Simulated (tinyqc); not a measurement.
Worked calculation: surface segregation during layer-by-layer epitaxy: two-layer exchange kinetics and the shape of quantum wells and delta layers. Computed by tinyqc, a small Python program that keeps every step. Command: `OMP_NUM_THREADS=1 python tinyqc.py 3009798 3009799 out.jsonl mbeseg walk`. One thread of a shared host (Intel(R) Xeon(R) Processor @ 2.30GHz), about 0.01 s of CPU time with the checks. Intermediate numbers are printed to about 6 digits and carried at full precision; extremes and crossings named in words are read from the listed rows.

Atoms A and B exchange only between the growing layer and the one below it. B is supplied for N layers, then pure A follows.

Inputs (values chosen for the exercise, close to those used for phosphorus in silicon):

| quantity | value | unit |
|---|---|---|
| barrier E1 for B to move up | 1.74 | eV |
| segregation energy E_s | 0.51 | eV |
| attempt frequency nu | 10 | THz |
| growth rate G | 0.43 | layers/s |
| share x0 of B in the flux during the well | 0.05 | - |
| layers in the well N | 4 | - |
| layer thickness | 1.36 | angstrom |
| temperature T | 370 | C |

Constants: k_B = 8.617333262e-05 eV/K.

## Exchange rates

p1 = nu exp(-E1/(k_B T)) (B up, A down), p2 = nu exp(-(E1 + E_s)/(k_B T)) (B down); time per layer tau = 1/G; K = p1/p2. Temperatures in kelvin are T(C) + 273.15. Dilute equilibrium share passed up per layer R_eq = K/(1 + K).

p1 = 0.231852 1/s

p2 = 2.33781e-05 1/s

p1 tau = 0.539192

K = 9917.53

R_eq = 0.999899

Exchange and growth compete.

## The second layer

Each layer is deposited complete with B share x_dep and then exchanges for the time tau = 1/G with the layer below, whose share is b (total c = s + b fixed): ds/dt = p1 b (1 - s) - p2 s (1 - b), s(0) = x_dep. With the roots s1 < s2 of the right side, (s - s1)/(s - s2) = [(s(0) - s1)/(s(0) - s2)] exp(-(p1 - p2)(s2 - s1) tau). The lower layer is then buried with c - s, and s becomes the b of the next layer. Layer 1 is deposited on pure A with share x0; with nothing to lift from below, take b = 0 and s(0) = x0 for it. Then layer 2 has x_dep = x0.

share in layer 1 after its exchange = 0.0499979

root s1 for layer 2 = 0.0999867

root s2 for layer 2 = 1.00021

share in layer 2 after its exchange = 0.0698638

share buried in layer 1 = 0.0301341

## Buried profile

In the dilute tail each layer passes up the share R = R_eq (1 - exp(-(p1 + p2) tau)); decay length = -layer thickness/ln R. Index 0 is the last layer of pure A below the well. Share of B outside the intended layers 1..N = 1 - (sum over 1..N)/(N x0).

Share of B:

| layer | intended | buried |
|---|---|---|
| 0 | 0.00 | 0.0000021 |
| 1 | 0.05 | 0.0301341 |
| 2 | 0.05 | 0.0422032 |
| 3 | 0.05 | 0.0469549 |
| 4 | 0.05 | 0.0475324 |
| 5 | 0.00 | 0.0194260 |
| 6 | 0.00 | 0.0080313 |
| 7 | 0.00 | 0.0033360 |
| 8 | 0.00 | 0.0013884 |
| 9 | 0.00 | 0.0005783 |
| 10 | 0.00 | 0.0002410 |
| 14 | 0.00 | 0.0000073 |
| 19 | 0.00 | 0.0000001 |
| 29 | 0.00 | 0.0000000 |

share passed up R = 0.416770

decay length = 1.55389 angstrom

peak share (largest buried share) = 0.0475324

share of B outside the well = 0.165877

The peak reaches 95 % of x0. B is missing at the lower interface and trails into the cap. Caution: two-layer exchange with complete layers is a simplification that can understate segregation at low temperature; desorption, step-edge exchange and surfactants are left out.

## Kinetic against equilibrium segregation over temperature

R_eq = K/(1 + K).

Segregation:

| T (C) | p1 tau | R_eq | R | decay length (angstrom) | peak share |
|---|---|---|---|---|---|
| 250 | 4.01975e-04 | 0.999988 | 4.01895e-04 | 1.73928e-01 | 5.00000e-02 |
| 290 | 6.23464e-03 | 0.999973 | 6.21525e-03 | 2.67677e-01 | 5.00000e-02 |
| 330 | 6.72210e-02 | 0.999945 | 6.50113e-02 | 4.97586e-01 | 4.99883e-02 |
| 370 | 5.39192e-01 | 0.999899 | 4.16770e-01 | 1.55389e+00 | 4.75324e-02 |
| 410 | 3.38916e+00 | 0.999827 | 9.66116e-01 | 3.94526e+01 | 9.65028e-03 |
| 450 | 1.73828e+01 | 0.999721 | 9.99721e-01 | 4.87359e+03 | 6.98040e-05 |
| 490 | 7.51136e+01 | 0.999572 | 9.99572e-01 | 3.17416e+03 | 1.06957e-04 |
| 530 | 2.80547e+02 | 0.999370 | 9.99370e-01 | 2.15741e+03 | 1.57255e-04 |

The decay length peaks at 450 C among these rows: below, exchange is too slow; above, equilibrium rules and K = exp(E_s/(k_B T)) falls. p1 tau passes 1 between 370 and 410 C, below which sharp interfaces can be grown. Caution: decay lengths below one layer thickness are only formal.

Checks made by the program: closed form against integration of the exchange equation (relative difference below 1e-10); conservation of B (relative difference below 1e-10).
